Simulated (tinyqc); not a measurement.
CCSD on RHF in the 6-31g basis, for H3+, spin multiplicity 1, step by step (part 1 of 2). Computed by tinyqc, a small Python program that keeps every step (integrals from PySCF). Settings: charge = 1, multiplicity = 1, basis = 6-31g, method = RHF, energy threshold = 1e-10, iteration cap = 69, orthogonalisation = symmetric, start = Wolfsberg-Helmholz matrix, DIIS depth = 6, amplitude equations = CCSD, DIIS depth for amplitudes = 0, cap on updates = 56. Command: `OMP_NUM_THREADS=1 python tinyqc.py 28006 28007 out.jsonl` (the two numbers bound the seeds that draw the settings). One thread of a shared host (Intel(R) Xeon(R) Processor @ 2.60GHz), about 0.3 s of CPU time with the checks. The early iterations of the SCF are left out here.

## One-electron integrals

Geometry (angstrom):

| atom | x | y | z |
|---|---|---|---|
| H | 0.00000 | 0.00000 | 0.00000 |
| H | 0.00000 | 0.00000 | 1.00300 |
| H | 0.00000 | 0.86900 | 0.50200 |

Basis 6-31g: exponents (1/bohr^2) and contraction coefficients of normalised primitives:

| element | l (shell) | exponent | coefficient |
|---|---|---|---|
| H | s (1) | 18.73114 | 0.03349 |
| H | s (1) | 2.82539 | 0.23473 |
| H | s (1) | 0.64012 | 0.81376 |
| H | s (2) | 0.16128 | 1.00000 |

Overlap, kinetic and nuclear-attraction integrals over the contracted functions; the nuclear repulsion is the sum of Za Zb / Rab.

nuclear repulsion = 1.5824403 hartree

overlap S:
```
         1H 1s    1H 2s    2H 1s    2H 2s    3H 1s    3H 2s
1H 1s  1.00000  0.65829  0.25138  0.41056  0.25101  0.41034
1H 2s  0.65829  1.00000  0.41056  0.74849  0.41034  0.74824
2H 1s  0.25138  0.41056  1.00000  0.65829  0.25133  0.41053
2H 2s  0.41056  0.74849  0.65829  1.00000  0.41053  0.74846
3H 1s  0.25101  0.41034  0.25133  0.41053  1.00000  0.65829
3H 2s  0.41034  0.74824  0.41053  0.74846  0.65829  1.00000
```

kinetic energy T (hartree):
```
         1H 1s    1H 2s    2H 1s    2H 2s    3H 1s    3H 2s
1H 1s  1.39568  0.25974  0.02668  0.11071  0.02640  0.11060
1H 2s  0.25974  0.24192  0.11071  0.14610  0.11060  0.14601
2H 1s  0.02668  0.11071  1.39568  0.25974  0.02664  0.11070
2H 2s  0.11071  0.14610  0.25974  0.24192  0.11070  0.14609
3H 1s  0.02640  0.11060  0.02664  0.11070  1.39568  0.25974
3H 2s  0.11060  0.14601  0.11070  0.14609  0.25974  0.24192
```

nuclear attraction V (hartree):
```
          1H 1s     1H 2s     2H 1s     2H 2s     3H 1s     3H 2s
1H 1s  -2.70643  -1.42664  -0.64279  -0.92674  -0.64175  -0.92624
1H 2s  -1.42664  -1.56091  -0.92682  -1.24471  -0.92623  -1.24430
2H 1s  -0.64279  -0.92682  -2.70669  -1.42679  -0.64265  -0.92675
2H 2s  -0.92674  -1.24471  -1.42679  -1.56104  -0.92667  -1.24465
3H 1s  -0.64175  -0.92623  -0.64265  -0.92667  -2.70639  -1.42661
3H 2s  -0.92624  -1.24430  -0.92675  -1.24465  -1.42661  -1.56089
```

core Hamiltonian H = T + V (hartree):
```
          1H 1s     1H 2s     2H 1s     2H 2s     3H 1s     3H 2s
1H 1s  -1.31075  -1.16690  -0.61611  -0.81603  -0.61536  -0.81564
1H 2s  -1.16690  -1.31900  -0.81610  -1.09861  -0.81563  -1.09829
2H 1s  -0.61611  -0.81610  -1.31101  -1.16706  -0.61601  -0.81605
2H 2s  -0.81603  -1.09861  -1.16706  -1.31913  -0.81597  -1.09856
3H 1s  -0.61536  -0.81563  -0.61601  -0.81597  -1.31071  -1.16688
3H 2s  -0.81564  -1.09829  -0.81605  -1.09856  -1.16688  -1.31898
```

## Two-electron integrals

Functions are numbered as in S; the eight-fold symmetry (ij|kl) = (ji|kl) = (kl|ij) leaves the list below.

Two-electron integrals (ij|kl) in chemists' order, unique and non-zero (hartree):
```
(11|11) 1.07657   (21|11) 0.57847   (21|21) 0.32942   (22|11) 0.58740
(22|21) 0.36130   (22|22) 0.45315   (31|11) 0.20359   (31|21) 0.11870
(31|22) 0.13440   (31|31) 0.05886   (32|11) 0.23850   (32|21) 0.14853
(32|22) 0.18872   (32|31) 0.08013   (32|32) 0.12703   (33|11) 0.51815
(33|21) 0.33180   (33|22) 0.44138   (33|31) 0.20359   (33|32) 0.35113
(33|33) 1.07657   (41|11) 0.35113   (41|21) 0.20121   (41|22) 0.22288
(41|31) 0.08013   (41|32) 0.10319   (41|33) 0.23850   (41|41) 0.12703
(42|11) 0.40635   (42|21) 0.25237   (42|22) 0.32349   (42|31) 0.10837
(42|32) 0.16362   (42|33) 0.40635   (42|41) 0.16362   (42|42) 0.25387
(43|11) 0.33180   (43|21) 0.21098   (43|22) 0.28032   (43|31) 0.11870
(43|32) 0.20121   (43|33) 0.57847   (43|41) 0.14853   (43|42) 0.25237
(43|43) 0.32942   (44|11) 0.44138   (44|21) 0.28032   (44|22) 0.37896
(44|31) 0.13440   (44|32) 0.22288   (44|33) 0.58740   (44|41) 0.18872
(44|42) 0.32349   (44|43) 0.36130   (44|44) 0.45315   (51|11) 0.20325
(51|21) 0.11851   (51|22) 0.13419   (51|31) 0.04856   (51|32) 0.06330
(51|33) 0.14478   (51|41) 0.07597   (51|42) 0.10032   (51|43) 0.09106
(51|44) 0.11667   (51|51) 0.05868   (52|11) 0.23829   (52|21) 0.14841
(52|22) 0.18858   (52|31) 0.06335   (52|32) 0.09234   (52|33) 0.21952
(52|41) 0.09677   (52|42) 0.14679   (52|43) 0.13844   (52|44) 0.18060
(52|51) 0.07996   (52|52) 0.12690   (53|11) 0.14491   (53|21) 0.09115
(53|22) 0.11679   (53|31) 0.04861   (53|32) 0.07607   (53|33) 0.20355
(53|41) 0.06337   (53|42) 0.10044   (53|43) 0.11868   (53|44) 0.13437
(53|51) 0.04855   (53|52) 0.07603   (53|53) 0.05884   (54|11) 0.21953
(54|21) 0.13846   (54|22) 0.18064   (54|31) 0.06337   (54|32) 0.09683
(54|33) 0.23847   (54|41) 0.09236   (54|42) 0.14685   (54|43) 0.14852
(54|44) 0.18870   (54|51) 0.07596   (54|52) 0.12488   (54|53) 0.08011
(54|54) 0.12702   (55|11) 0.51788   (55|21) 0.33165   (55|22) 0.44125
(55|31) 0.14493   (55|32) 0.21960   (55|33) 0.51811   (55|41) 0.21955
(55|42) 0.35228   (55|43) 0.33178   (55|44) 0.44136   (55|51) 0.20325
(55|52) 0.35093   (55|53) 0.20355   (55|54) 0.35110   (55|55) 1.07657
(61|11) 0.35093   (61|21) 0.20110   (61|22) 0.22275   (61|31) 0.07605
(61|32) 0.09680   (61|33) 0.21953   (61|41) 0.12489   (61|42) 0.15952
(61|43) 0.13845   (61|44) 0.18060   (61|51) 0.07996   (61|52) 0.10305
(61|53) 0.06334   (61|54) 0.09676   (61|55) 0.23829   (61|61) 0.12690
(62|11) 0.40617   (62|21) 0.25226   (62|22) 0.32336   (62|31) 0.10043
(62|32) 0.14684   (62|33) 0.35224   (62|41) 0.15955   (62|42) 0.24205
(62|43) 0.22227   (62|44) 0.29576   (62|51) 0.10818   (62|52) 0.16347
(62|53) 0.10041   (62|54) 0.15953   (62|55) 0.40617   (62|61) 0.16347
(62|62) 0.25370   (63|11) 0.21960   (63|21) 0.13850   (63|22) 0.18067
(63|31) 0.07608   (63|32) 0.12495   (63|33) 0.35110   (63|41) 0.09683
(63|42) 0.15959   (63|43) 0.20120   (63|44) 0.22286   (63|51) 0.06330
(63|52) 0.09679   (63|53) 0.08011   (63|54) 0.10317   (63|55) 0.23847
(63|61) 0.09233   (63|62) 0.14683   (63|63) 0.12702   (64|11) 0.35227
(64|21) 0.22230   (64|22) 0.29580   (64|31) 0.10045   (64|32) 0.15959
(64|33) 0.40632   (64|41) 0.14686   (64|42) 0.24211   (64|43) 0.25235
(64|44) 0.32347   (64|51) 0.10031   (64|52) 0.15951   (64|53) 0.10835
(64|54) 0.16360   (64|55) 0.40632   (64|61) 0.14679   (64|62) 0.24204
(64|63) 0.16360   (64|64) 0.25385   (65|11) 0.33165   (65|21) 0.21089
(65|22) 0.28025   (65|31) 0.09116   (65|32) 0.13850   (65|33) 0.33178
(65|41) 0.13847   (65|42) 0.22230   (65|43) 0.21097   (65|44) 0.28031
(65|51) 0.11851   (65|52) 0.20110   (65|53) 0.11868   (65|54) 0.20120
(65|55) 0.57847   (65|61) 0.14841   (65|62) 0.25226   (65|63) 0.14852
(65|64) 0.25235   (65|65) 0.32942   (66|11) 0.44125   (66|21) 0.28025
(66|22) 0.37889   (66|31) 0.11681   (66|32) 0.18068   (66|33) 0.44136
(66|41) 0.18065   (66|42) 0.29581   (66|43) 0.28031   (66|44) 0.37895
(66|51) 0.13419   (66|52) 0.22275   (66|53) 0.13437   (66|54) 0.22286
(66|55) 0.58740   (66|61) 0.18858   (66|62) 0.32336   (66|63) 0.18870
(66|64) 0.32347   (66|65) 0.36130   (66|66) 0.45315
```

## Orthogonalisation

S = U s U^T; symmetric (Loewdin) form X = U s^(-1/2) U^T, so that X^T S X = 1.

eigenvalues of S: 0.14911  0.14925  0.43909  0.85086  0.85150  3.56019

X:
```
          1H 1s     1H 2s     2H 1s     2H 2s     3H 1s     3H 2s
1H 1s   1.26084  -0.50892  -0.04275   0.02243  -0.04252   0.02241
1H 2s  -0.50892   1.86737   0.02246  -0.50224   0.02240  -0.50151
2H 1s  -0.04275   0.02246   1.26086  -0.50893  -0.04272   0.02246
2H 2s   0.02243  -0.50224  -0.50893   1.86789   0.02242  -0.50214
3H 1s  -0.04252   0.02240  -0.04272   0.02242   1.26084  -0.50891
3H 2s   0.02241  -0.50151   0.02246  -0.50214  -0.50891   1.86729
```

## Starting guess

The start is the generalised Wolfsberg-Helmholz matrix (K = 1.75) built on H; D = 2 C_occ C_occ^T.

D at the start:
```
         1H 1s    1H 2s    2H 1s    2H 2s    3H 1s    3H 2s
1H 1s  0.06158  0.08795  0.06166  0.08800  0.06157  0.08794
1H 2s  0.08795  0.12562  0.08807  0.12569  0.08793  0.12560
2H 1s  0.06166  0.08807  0.06174  0.08812  0.06165  0.08806
2H 2s  0.08800  0.12569  0.08812  0.12576  0.08798  0.12568
3H 1s  0.06157  0.08793  0.06165  0.08798  0.06155  0.08792
3H 2s  0.08794  0.12560  0.08806  0.12568  0.08792  0.12559
```

## Iteration 6 (converged): orbitals

converged F (hartree):
```
          1H 1s     1H 2s     2H 1s     2H 2s     3H 1s     3H 2s
1H 1s  -0.41441  -0.74120  -0.54474  -0.62166  -0.54431  -0.62145
1H 2s  -0.74120  -0.73526  -0.62174  -0.69689  -0.62143  -0.69674
2H 1s  -0.54474  -0.62174  -0.41461  -0.74138  -0.54468  -0.62171
2H 2s  -0.62166  -0.69689  -0.74138  -0.73539  -0.62162  -0.69687
3H 1s  -0.54431  -0.62143  -0.54468  -0.62162  -0.41438  -0.74117
3H 2s  -0.62145  -0.69674  -0.62171  -0.69687  -0.74117  -0.73524
```

Diagonalise F' = X^T F X, C = X C', fill 1 alpha and 1 beta electrons from the bottom; D = 2 C_occ C_occ^T. Each column has its largest component positive (the first on a tie).

F' = X^T F X (hartree):
```
          1         2         3         4         5         6
1   0.12693  -0.55283  -0.24922  -0.10781  -0.24875  -0.10781
2  -0.55283  -0.02564  -0.10781  -0.14770  -0.10781  -0.14765
3  -0.24922  -0.10781   0.12691  -0.55287  -0.24916  -0.10781
4  -0.10781  -0.14770  -0.55287  -0.02560  -0.10781  -0.14769
5  -0.24875  -0.10781  -0.24916  -0.10781   0.12694  -0.55283
6  -0.10781  -0.14765  -0.10781  -0.14769  -0.55283  -0.02564
```

orbital energies (hartree): MO1 -1.11494, MO2 -0.21389, MO3 -0.21366, MO4 0.42280, MO5 0.71159, MO6 0.71201

coefficients C:
```
           MO1       MO2       MO3       MO4       MO5       MO6
1H 1s  0.30130  -0.24590  -0.16264   0.66442   0.92617   0.61353
1H 2s  0.15424  -1.06933  -0.70857  -0.54432  -1.26036  -0.83468
2H 1s  0.30141  -0.01801   0.29418   0.66481   0.06777  -1.10868
2H 2s  0.15426  -0.07827   1.28106  -0.54531  -0.09226   1.50881
3H 1s  0.30128   0.26389  -0.13148   0.66436  -0.99410   0.49602
3H 2s  0.15423   1.14767  -0.57284  -0.54417   1.35274  -0.67478
```

D after iteration 6:
```
         1H 1s    1H 2s    2H 1s    2H 2s    3H 1s    3H 2s
1H 1s  0.18156  0.09294  0.18163  0.09296  0.18155  0.09294
1H 2s  0.09294  0.04758  0.09298  0.04758  0.09294  0.04758
2H 1s  0.18163  0.09298  0.18170  0.09299  0.18162  0.09298
2H 2s  0.09296  0.04758  0.09299  0.04759  0.09295  0.04758
3H 1s  0.18155  0.09294  0.18162  0.09295  0.18154  0.09293
3H 2s  0.09294  0.04758  0.09298  0.04758  0.09293  0.04757
```

## Convergence

Stop when the energy changes by less than 1e-10 hartree and every element of the error matrix X^T (F D S - S D F) X is below 3e-06.

Course of the cycle:

| iteration | E (hartree) | change | largest element of the error matrix |
|---|---|---|---|
| 1 | -1.1707034 | - | 1.56e-01 |
| 2 | -1.2544090 | -8.37e-02 | 2.45e-02 |
| 3 | -1.2565107 | -2.10e-03 | 2.48e-04 |
| 4 | -1.2565109 | -2.13e-07 | 2.02e-05 |
| 5 | -1.2565109 | -1.42e-09 | 4.56e-07 |
| 6 | -1.2565109 | -5.70e-13 | 2.14e-07 |

PySCF RHF in the same basis = -1.2565109 hartree

Converged in 6 iterations.

## Populations, bond orders and dipole

Mulliken: Z minus the diagonal of D S on the atom; Loewdin: the same with S^(1/2) D S^(1/2); Mayer order: 2 sum_s sum (D(s) S)_ij (D(s) S)_ji over the two atoms.

Charges (e):

| atom | Mulliken | Loewdin |
|---|---|---|
| 1H | 0.33344 | 0.33344 |
| 2H | 0.33307 | 0.33307 |
| 3H | 0.33349 | 0.33349 |

Mayer bond orders:

| pair | order |
|---|---|
| 2-1 | 0.44455 |
| 3-1 | 0.44427 |
| 3-2 | 0.44451 |

dipole moment about the origin, x y z (debye): 0.00000  1.39202  2.40869

## Integrals over molecular orbitals

(pq|rs) = sum C_ip C_jq C_kr C_ls (ij|kl), one index at a time.

one-electron integrals over orbitals h = C^T H C (hartree):
```
          1         2         3         4         5         6
1  -1.72401   0.00001  -0.00007  -0.12404   0.00000   0.00002
2   0.00001  -1.03358   0.00000   0.00001   0.21562   0.00000
3  -0.00007   0.00000  -1.03330  -0.00006   0.00000   0.21563
4  -0.12404   0.00001  -0.00006  -0.41944  -0.00001   0.00008
5   0.00000   0.21562   0.00000  -0.00001  -0.27406   0.00000
6   0.00002   0.00000   0.21563   0.00008   0.00000  -0.27391
```

Two-electron integrals over orbitals (pq|rs), unique and non-zero (hartree):
```
(11|11) 0.60907     (21|11) -1.25e-05   (21|21) 0.09662     (22|11) 0.45815
(22|21) 0.00814     (22|22) 0.42962     (31|11) 0.00007     (31|22) -0.04388
(31|31) 0.09656     (32|21) -0.04391    (32|22) -6.27e-06   (32|31) -0.00813
(32|32) 0.03582     (33|11) 0.45810     (33|21) -0.00814    (33|22) 0.35800
(33|31) 0.04387     (33|32) 6.27e-06    (33|33) 0.42951     (41|11) 0.12404
(41|21) -6.50e-06   (41|22) 0.05856     (41|31) 3.50e-05    (41|33) 0.05854
(41|41) 0.06558     (42|11) -8.78e-06   (42|21) -0.00240    (42|22) -0.00045
(42|32) 0.00240     (42|33) 0.00044     (42|41) -6.57e-06   (42|42) 0.03254
(43|11) 4.73e-05    (43|22) 0.00243     (43|31) -0.00244    (43|32) 0.00045
(43|33) -0.00240    (43|41) 3.54e-05    (43|43) 0.03257     (44|11) 0.45391
(44|21) -1.49e-05   (44|22) 0.37499     (44|31) 0.00008     (44|32) 8.62e-09
(44|33) 0.37500     (44|41) 0.06467     (44|42) -2.52e-06   (44|43) 1.36e-05
(44|44) 0.37889     (51|11) 4.34e-06    (51|21) -0.07355    (51|22) -0.00652
(51|31) 8.49e-07    (51|32) 0.03517     (51|33) 0.00652     (51|41) 4.87e-06
(51|42) -0.02925    (51|43) 3.36e-07    (51|44) 7.19e-06    (51|51) 0.08883
(52|11) -0.14458    (52|21) -0.00636    (52|22) -0.09141    (52|31) 0.03428
(52|32) 2.23e-06    (52|33) -0.06482    (52|41) -0.06355    (52|42) -0.00249
(52|43) 0.01339     (52|44) -0.07925    (52|51) 0.00752     (52|52) 0.09618
(53|11) 1.67e-06    (53|21) 0.03429     (53|22) 2.83e-06    (53|31) 0.00635
(53|32) -0.01327    (53|33) -1.02e-06   (53|41) 7.31e-07    (53|42) 0.01342
(53|43) 0.00248     (53|44) 9.12e-07    (53|51) -0.04054    (53|52) -5.06e-06
(53|53) 0.02450     (54|11) 9.74e-06    (54|21) -0.08575    (54|22) -0.00745
(54|31) 9.85e-07    (54|32) 0.04017     (54|33) 0.00745     (54|41) 5.98e-06
(54|42) -0.00203    (54|43) 2.29e-08    (54|44) 1.36e-05    (54|51) 0.07400
(54|52) 0.00639     (54|53) -0.03443    (54|54) 0.09042     (55|11) 0.53724
(55|21) 0.01262     (55|22) 0.46217     (55|31) -0.06798    (55|32) -1.23e-05
(55|33) 0.38284     (55|41) 0.11111     (55|42) 0.00273     (55|43) -0.01470
(55|44) 0.41995     (55|51) -0.01331    (55|52) -0.15970    (55|53) 1.13e-05
(55|54) -0.01325    (55|55) 0.57384     (61|11) -2.35e-05   (61|21) -8.55e-07
(61|22) 0.03520     (61|31) -0.07355    (61|32) 0.00652     (61|33) -0.03515
(61|41) -2.63e-05   (61|42) -3.41e-07   (61|43) -0.02924    (61|44) -3.88e-05
(61|52) -0.04058    (61|53) -0.00751    (61|54) 7.61e-09    (61|55) 0.07173
(61|61) 0.08889     (62|11) -1.68e-06   (62|21) 0.03434     (62|22) 1.02e-06
(62|31) 0.00636     (62|32) -0.01330    (62|33) -2.83e-06   (62|41) -7.41e-07
(62|42) 0.01343     (62|43) 0.00249     (62|44) -9.23e-07   (62|51) -0.04059
(62|52) -3.40e-06   (62|53) 0.02305     (62|54) -0.03449    (62|55) 8.38e-06
(62|61) -0.00752    (62|62) 0.02455     (63|11) -0.14459    (63|21) 0.00636
(63|22) -0.06484    (63|31) -0.03430    (63|32) -2.23e-06   (63|33) -0.09134
(63|41) -0.06356    (63|42) 0.00249     (63|43) -0.01342    (63|44) -0.07928
(63|51) -0.00752    (63|52) 0.04862     (63|53) 3.40e-06    (63|54) -0.00639
(63|55) -0.09530    (63|61) 0.04054     (63|62) 5.06e-06    (63|63) 0.09613
(64|11) -0.00005    (64|21) -1.00e-06   (64|22) 0.04017     (64|31) -0.08574
(64|32) 0.00744     (64|33) -0.04015    (64|41) -3.22e-05   (64|42) -2.39e-08
(64|43) -0.00201    (64|44) -0.00007    (64|51) 7.61e-09    (64|52) -0.03446
(64|53) -0.00638    (64|54) 1.37e-08    (64|55) 0.07143     (64|61) 0.07406
(64|62) -0.00639    (64|63) 0.03447     (64|64) 0.09047     (65|11) 6.68e-09
(65|21) -0.06810    (65|22) -1.04e-05   (65|31) -0.01260    (65|32) 0.03968
(65|33) 1.04e-05    (65|41) 8.34e-09    (65|42) -0.01477    (65|43) -0.00273
(65|44) 1.83e-08    (65|51) 0.07175     (65|52) 9.11e-06    (65|53) -0.03221
(65|54) 0.07148     (65|55) -2.75e-05   (65|61) 0.01329     (65|62) -0.03226
(65|63) -9.10e-06   (65|64) 0.01324     (65|65) 0.06926     (66|11) 0.53741
(66|21) -0.01263    (66|22) 0.38297     (66|31) 0.06800     (66|32) 1.23e-05
(66|33) 0.46211     (66|41) 0.11121     (66|42) -0.00274    (66|43) 0.01477
(66|44) 0.42011     (66|51) 0.01330     (66|52) -0.09537    (66|53) -8.37e-06
(66|54) 0.01325     (66|55) 0.43567     (66|61) -0.07168    (66|62) -1.13e-05
(66|63) -0.15971    (66|64) -0.07142    (66|65) 2.75e-05    (66|66) 0.57397
```

## CCSD: starting amplitudes

t_ij^ab = <ij||ab> / (e_i + e_j - e_a - e_b), whose energy is MP2.

Starting amplitudes (spin orbitals 1a, 1b, ...; amplitudes related by a flip of all spins are not repeated):

| from | to | t |
|---|---|---|
| 1a 1b | 2a 2b | -0.05361 |
| 1a 1b | 3a 3b | -0.05357 |
| 1a 1b | 2a 5b | 0.02697 |
| 1a 1b | 3a 6b | 0.02696 |
| 1a 1b | 6a 6b | -0.02433 |
| 1a 1b | 5a 5b | -0.02432 |
| 1a 1b | 4a 4b | -0.02133 |
| 1a 1b | 3a 4b | -1.44e-05 |
| 1a 1b | 4a 6b | 7.82e-06 |
| 1a 1b | 2a 4b | 2.66e-06 |
| 1a 1b | 4a 5b | -1.45e-06 |
| 1a 1b | 2a 6b | 3.13e-07 |
| 1a 1b | 3a 5b | -3.11e-07 |

correlation energy = -0.0240069 hartree

## CCSD: amplitude update 1

t_i^a D_i^a and t_ij^ab D_ij^ab are set to the remaining terms of the spin-orbital equations, evaluated with the old amplitudes; for the doubles these are <ij||ab> + 1/2 <ab||ef> t_ij^ef + 1/2 <mn||ij> t_mn^ab + P(ij)P(ab) <mb||ej> t_im^ae + terms in t^2 + terms with t1, D the orbital-energy denominators.

Amplitudes after update 1 (spin orbitals 1a, 1b, ...; amplitudes related by a flip of all spins are not repeated):

| from | to | t |
|---|---|---|
| 1a 1b | 2a 2b | -0.07101 |
| 1a 1b | 3a 3b | -0.07095 |
| 1a 1b | 2a 5b | 0.03479 |
| 1a 1b | 3a 6b | 0.03478 |
| 1a 1b | 6a 6b | -0.02701 |
| 1a 1b | 5a 5b | -0.02700 |
| 1a 1b | 4a 4b | -0.02335 |
| 1a | 4a | 0.00538 |
| 1a 1b | 3a 4b | -2.07e-05 |
| 1a 1b | 4a 6b | 1.19e-05 |
| 1a | 3a | -8.44e-06 |
| 1a | 6a | 4.71e-06 |
| 1a 1b | 2a 4b | 3.84e-06 |
| 1a 1b | 4a 5b | -2.20e-06 |
| 1a | 2a | 1.57e-06 |
| 1a | 5a | -8.74e-07 |
| 1a 1b | 2a 6b | 4.05e-07 |
| 1a 1b | 3a 5b | -4.01e-07 |

correlation energy = -0.0302758 hartree

## CCSD: amplitude update 2

As before.

Amplitudes after update 2 (spin orbitals 1a, 1b, ...; amplitudes related by a flip of all spins are not repeated):

| from | to | t |
|---|---|---|
| 1a 1b | 2a 2b | -0.07672 |
| 1a 1b | 3a 3b | -0.07665 |
| 1a 1b | 2a 5b | 0.03725 |
| 1a 1b | 3a 6b | 0.03724 |
| 1a 1b | 6a 6b | -0.02717 |
| 1a 1b | 5a 5b | -0.02716 |
| 1a 1b | 4a 4b | -0.02303 |
| 1a | 4a | 0.00770 |
| 1a 1b | 3a 4b | -2.31e-05 |
| 1a | 3a | -1.37e-05 |
| 1a 1b | 4a 6b | 1.30e-05 |
| 1a | 6a | 6.58e-06 |
| 1a 1b | 2a 4b | 4.29e-06 |
| 1a | 2a | 2.54e-06 |
| 1a 1b | 4a 5b | -2.41e-06 |
| 1a | 5a | -1.22e-06 |
| 1a 1b | 2a 6b | 4.33e-07 |
| 1a 1b | 3a 5b | -4.29e-07 |

correlation energy = -0.0321061 hartree

## CCSD: amplitude update 3

As before.

Amplitudes after update 3 (spin orbitals 1a, 1b, ...; amplitudes related by a flip of all spins are not repeated):

| from | to | t |
|---|---|---|
| 1a 1b | 2a 2b | -0.07863 |
| 1a 1b | 3a 3b | -0.07856 |
| 1a 1b | 2a 5b | 0.03805 |
| 1a 1b | 3a 6b | 0.03804 |
| 1a 1b | 6a 6b | -0.02713 |
| 1a 1b | 5a 5b | -0.02712 |
| 1a 1b | 4a 4b | -0.02274 |
| 1a | 4a | 0.00851 |
| 1a 1b | 3a 4b | -2.40e-05 |
| 1a | 3a | -1.64e-05 |
| 1a 1b | 4a 6b | 1.33e-05 |
| 1a | 6a | 7.32e-06 |
| 1a 1b | 2a 4b | 4.46e-06 |
| 1a | 2a | 3.04e-06 |
| 1a 1b | 4a 5b | -2.46e-06 |
| 1a | 5a | -1.36e-06 |
| 1a 1b | 2a 6b | 4.43e-07 |
| 1a 1b | 3a 5b | -4.38e-07 |

correlation energy = -0.0326824 hartree
